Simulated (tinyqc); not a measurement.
## Slope factor and drain-induced lowering from three currents

Question. With source and body at 0 V, I = A exp((Vg + dd Vd)/(nf Vt)) (1 - exp(-Vd/Vt)). Find nf, the swing nf Vt ln 10 and dd.

Inputs (values chosen for the exercise):
```
symbol  value  unit      meaning
T         300     K  temperature
```

Constants: q = 1.602176634e-19 C, kB = 1.380649e-23 J/K, Vt = kB T/q. Results are converted to the units shown.

currents at (Vg, Vd) = (0, 0.05), (0, 0.9) and (0.1, 0.9) V (nA/um): [0.0043947334, 0.18215468, 3.6534957]

Solution. The pair at equal Vd gives nf; the pair at equal Vg, after dividing out the factors 1 - exp(-Vd/Vt), gives dd.

nf = 1.29
swing = 76.8 mV/decade
dd = 0.140

tinyqc, about 0.05 s, one thread, Intel Xeon 2.30GHz (shared host): `OMP_NUM_THREADS=1 python tinyqc.py 2242018 2242019 out.jsonl`
